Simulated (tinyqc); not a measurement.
What moves the results: donor near an oxide interface in a gate field (two-state model). A value that a table varies takes the place of the one given here.

Interface at z = 0 (hard wall), donor at z = d, field F pulling electrons to the interface: potential e F z; 1 kV/cm = 1e-5 eV/angstrom, c = hbar^2/2m0, q = e^2/(4 pi eps0), Q = (eps - eo)/(eps + eo). Donor state: E_D = e F d - ED - q Q/(4 eps d), the last term joining the images of ion and electron. Interface state: z exp(-b z/2) exp(-rho^2/(2 L^2)) with E_z = c b^2/(4 mz) + 3 e F/b + q Q b/(8 eps), minimised over b; in the plane at z = 3/b the ion (distance D = d - 3/b) and its image (D' = d + 3/b) give E_rho = c/(mt L^2) - (q/eps)(sqrt(pi)/L)[erfcx(D/L) + Q erfcx(D'/L)], erfcx(x) = exp(x^2) erfc(x), minimised over L. E_I = E_z + E_rho.

The two states couple by t = t0 exp(-D/aD) with t0 = q/(eps aD) (2 aD/L) sqrt(aD b/2) v, v a valley factor; this form is an estimate. With detuning u = E_D - E_I the splitting is sqrt(u^2 + 4 t^2) and the lower state has weight (1 - u/sqrt(u^2 + 4 t^2))/2 on the donor.

Constants: hbar^2/2m0 = 3.80998211 eV angstrom^2; e^2/(4 pi eps0) = 14.39964547 eV angstrom.

Inputs chosen for the exercise (near those of a donor in Si below SiO2, static dielectric constants; not measured data): d = 90 angstrom (depth of the donor); ED = 45.2 meV (bulk binding energy); mz = 0.901 m0 (mass across the interface); mt = 0.189 m0 (mass in the plane); eps = 11.3 (dielectric constant of the semiconductor); eo = 3.9 (dielectric constant of the oxide); aD = 19.8 angstrom (donor radius); v = 0.52 (valley factor); Fl = (65.716, 75.984, 80.092, 82.145, 84.199, 88.306, 98.574) kV/cm (fields); dl = (60, 80, 105, 135, 170, 215, 270) angstrom (depths).

## Sweeping the field

Both levels, the splitting, the donor weight and the mean depth w d + (1 - w) 3/b.

Results:
```
F (kV/cm)  E_D (meV)  E_I (meV)  splitting (meV)  donor weight  mean depth (angstrom)
65.716        12.221     21.234             9.25         0.987                   89.3
75.984        21.462     24.909             3.95         0.936                   86.4
80.092        25.160     26.316             2.20         0.762                   76.2
82.145        27.007     27.007             1.85         0.500                   60.9
84.199        28.856     27.691             2.17         0.232                   45.1
88.306        32.552     29.038             3.94         0.054                   34.2
98.574        41.793     32.291             9.65         0.008                   30.2
```

E_D rises by 0.90 and E_I by 0.34 meV per kV/cm, so they cross once, near 82.1 kV/cm, where the splitting is 2t = 1.85 meV. The donor weight passes from 0.85 to 0.15 while the detuning goes from -2t to 2t, a window of 6.6 kV/cm or 8 % of the field; across the table the charge moves by 59 angstrom.

## Depth of the donor

Critical field, and the coupling, E_rho and L at that field.

Results:
```
d (angstrom)  critical field (kV/cm)  e F d/ED  t (meV)  E_rho (meV)  L (angstrom)
60                             141.9     1.883      4.6       -22.57            55
80                              95.8     1.695      1.6       -17.58            67
105                             67.5     1.569     0.42       -13.81            82
135                             49.5     1.479    0.091       -11.01            98
170                             37.6     1.414    0.015        -8.93           115
215                             28.6     1.358   0.0016        -7.20           136
270                             22.0     1.313  0.00010        -5.84           160
```

The critical field falls from 142 to 22 kV/cm, with exponent -1.24 in d, while t drops by a factor 4.5e+04, about e for each 20 angstrom at the end (aD = 19.8). One lattice plane (1.36 angstrom) of misplacement changes t by 7 % and the critical field by about 1.6 % at 105 angstrom.

## What each parameter does

Critical field (E_D = E_I), and t and L there. Each row changes one parameter from the base and keeps the others.

Results:
```
case                critical field (kV/cm)  t (meV)  L (angstrom)
base                                  82.1    0.926          73.1
d = 105 angstrom                      67.5    0.424          81.6
ED = 51.2 meV                         92.6    0.875          73.9
aD = 21.8 angstrom                    82.1     1.27          73.1
mz = 0.766 m0                         84.7    0.969          72.6
mt = 0.217 m0                         81.2    0.986          69.0
eo = 5.8                              79.6    0.881          74.9
eps = 12                              83.6    0.844          74.9
```

The largest shifts from the base row, up to three for each result and ties (the steps differ in size, so this ranks the rows, not the parameters). critical field (kV/cm): d -14.6, ED +10.5, mz +2.6; unchanged at the printed digits by aD. t (meV): d -0.503, aD +0.347, eps -0.0824. L (angstrom): d +8.5, mt -4.1, eps +1.8, eo +1.8; unchanged at the printed digits by aD.

Run: tinyqc, `OMP_NUM_THREADS=1 python tinyqc.py 1281570 1281571 out.jsonl`; Intel(R) Xeon(R) Processor @ 2.30GHz, one thread, shared host; about 0.05 s of CPU time with all checks.
